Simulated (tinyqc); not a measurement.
Inside a calculation: carrier statistics of a doped semiconductor with parabolic bands. Values are carried at full precision from step to step, so a last printed digit may differ when a step is redone from the rounded ones.

Constants: kB = 8.617333262e-05 eV/K; hbar^2/2m0 = 3.80998211 eV angstrom^2.

Parameters, chosen for this exercise (near those of GaAs; the results hold for these values, not for the real material): Eg0 = 1.516 eV (gap at 0 K); al = 0.000529 eV/K (Varshni alpha); be = 208 K (Varshni beta); T = 595 K; ml = 0.0646 m0 (longitudinal electron mass); mt = 0.0646 m0 (transverse electron mass); Mv = 1 (equivalent valleys); mhh = 0.513 m0 (heavy-hole mass); mlh = 0.0857 m0 (light-hole mass); ND = 1.1e+15 1/cm^3 (donors); NA = 2.5e+15 1/cm^3 (acceptors); ED = 0.00545 eV (donor level below Ec); EA = 0.0274 eV (acceptor level above Ev).

## Gap and thermal energy

Eg(T) = Eg0 - al T^2/(T + be) (Varshni).

Eg = 1.28278 eV
kT = 0.051273 eV

The gap has shrunk by 233.2 meV from 0 K and is 25.0 kT wide.

## Effective densities of states

m_de = Mv^(2/3) (ml mt^2)^(1/3); m_dh = (mhh^(3/2) + mlh^(3/2))^(2/3); N = 2 (m kB T/(4 pi c))^(3/2) with c = hbar^2/2m0, in 1/angstrom^3; times 1e24 for 1/cm^3.

m_de = 0.0646 m0
m_dh = 0.5361 m0
Nc = 1.1508e+18 1/cm^3
Nv = 2.7512e+19 1/cm^3

The light holes supply 6.4 % of Nv, and Nc/Nv = 0.0418.

## Intrinsic density and level

With Boltzmann statistics ni = sqrt(Nc Nv) exp(-Eg/2kT) and Ei = Eg/2 + (kT/2) ln(Nv/Nc), counted from Ev.

ni = 2.08e+13 1/cm^3
Ei = 0.7228 eV

Ei lies 81.4 meV above midgap, towards the band with the smaller density of states.

## Neutrality by bisection

Energies are counted from Ev, so Ec = Eg. n = Nc F_1/2((EF - Eg)/kT), p = Nv F_1/2(-EF/kT), ND+ = ND/(1 + 2 exp((EF - Eg + ED)/kT)), NA- = NA/(1 + 4 exp((EA - EF)/kT)); neutrality asks p + ND+ = n + NA-. F_j(eta) = (1/Gamma(j + 1)) integral_0^infinity x^j dx/(1 + exp(x - eta)), which tends to exp(eta) for eta << 0.

Start from the bracket [-0.2 eV, Eg + 0.2 eV]; at the midpoint EF take the sign of p + ND+ - n - NA-; where it is positive EF must rise. Fourteen steps are shown.

Bisection (eV, 1/cm^3):

| step | low | high | EF | n | p | ND+ | NA- | sign |
|---|---|---|---|---|---|---|---|---|
| 1 | -0.20000 | 1.48278 | 0.64139 | 4.25e+12 | 1.02e+14 | 1.10e+15 | 2.50e+15 | - |
| 2 | -0.20000 | 0.64139 | 0.22069 | 1.16e+09 | 3.70e+17 | 1.10e+15 | 2.29e+15 | + |
| 3 | 0.22069 | 0.64139 | 0.43104 | 7.02e+10 | 6.14e+15 | 1.10e+15 | 2.50e+15 | + |
| 4 | 0.43104 | 0.64139 | 0.53621 | 5.46e+11 | 7.90e+14 | 1.10e+15 | 2.50e+15 | - |
| 5 | 0.43104 | 0.53621 | 0.48363 | 1.96e+11 | 2.20e+15 | 1.10e+15 | 2.50e+15 | + |
| 6 | 0.48363 | 0.53621 | 0.50992 | 3.27e+11 | 1.32e+15 | 1.10e+15 | 2.50e+15 | - |
| 7 | 0.48363 | 0.50992 | 0.49677 | 2.53e+11 | 1.71e+15 | 1.10e+15 | 2.50e+15 | + |
| 8 | 0.49677 | 0.50992 | 0.50335 | 2.88e+11 | 1.50e+15 | 1.10e+15 | 2.50e+15 | + |
| 9 | 0.50335 | 0.50992 | 0.50663 | 3.07e+11 | 1.41e+15 | 1.10e+15 | 2.50e+15 | + |
| 10 | 0.50663 | 0.50992 | 0.50828 | 3.17e+11 | 1.36e+15 | 1.10e+15 | 2.50e+15 | - |
| 11 | 0.50663 | 0.50828 | 0.50746 | 3.12e+11 | 1.38e+15 | 1.10e+15 | 2.50e+15 | - |
| 12 | 0.50663 | 0.50746 | 0.50705 | 3.09e+11 | 1.40e+15 | 1.10e+15 | 2.50e+15 | - |
| 13 | 0.50663 | 0.50705 | 0.50684 | 3.08e+11 | 1.40e+15 | 1.10e+15 | 2.50e+15 | + |
| 14 | 0.50684 | 0.50705 | 0.50694 | 3.09e+11 | 1.40e+15 | 1.10e+15 | 2.50e+15 | - |

Each step halves the bracket, which is 0.205 meV wide at the last row.

## The neutral state

Solve the neutrality condition for EF to convergence.

EF = 0.5069 eV
n = 3.08e+11 1/cm^3
p = 1.40e+15 1/cm^3
ND+ = 1.10e+15 1/cm^3
NA- = 2.50e+15 1/cm^3

The material is p-type; 100.0 % of the acceptors are ionised. EF lies 9.89 kT inside the gap from the valence edge, so Boltzmann statistics would serve; n p/(Nc Nv exp(-Eg/kT)) = 1.000.

## Checks

- F_1/2(1) by the trapezoid rule against adaptive quadrature: both 1.575641.
- Positive against negative charge at the solution (1/cm^3): both 2.49944e+15.

tinyqc: `OMP_NUM_THREADS=1 python tinyqc.py 1652305 1652306 out.jsonl`; about 0.01 s, one thread, shared Intel(R) Xeon(R) Processor @ 2.30GHz.
